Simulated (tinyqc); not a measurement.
Inside a calculation. Method: MP2 on RHF in the sto-3g basis, for Li+, spin multiplicity 1. One step of it, computed by the program tinyqc.

Question. Orthogonalisation. S = U s U^T; symmetric (Loewdin) form X = U s^(-1/2) U^T, so that X^T S X = 1.

overlap S, order 1Li 1s, 1Li 2s, 1Li 2px, 1Li 2py, 1Li 2pz:
$$\begin{pmatrix}
1.000000 & 0.241137 & 0.000000 & 0.000000 & 0.000000 \\
0.241137 & 1.000000 & 0.000000 & 0.000000 & 0.000000 \\
0.000000 & 0.000000 & 1.000000 & 0.000000 & 0.000000 \\
0.000000 & 0.000000 & 0.000000 & 1.000000 & 0.000000 \\
0.000000 & 0.000000 & 0.000000 & 0.000000 & 1.000000
\end{pmatrix}$$

Give: eigenvalues of S; X.

Answer.

eigenvalues of S: [0.7589, 1.0000, 1.0000, 1.0000, 1.2411]

X, order 1Li 1s, 1Li 2s, 1Li 2px, 1Li 2py, 1Li 2pz:
$$\begin{pmatrix}
1.0228 & -0.1252 & 0.0000 & 0.0000 & 0.0000 \\
-0.1252 & 1.0228 & 0.0000 & 0.0000 & 0.0000 \\
0.0000 & 0.0000 & 1.0000 & 0.0000 & 0.0000 \\
0.0000 & 0.0000 & 0.0000 & 1.0000 & 0.0000 \\
0.0000 & 0.0000 & 0.0000 & 0.0000 & 1.0000
\end{pmatrix}$$
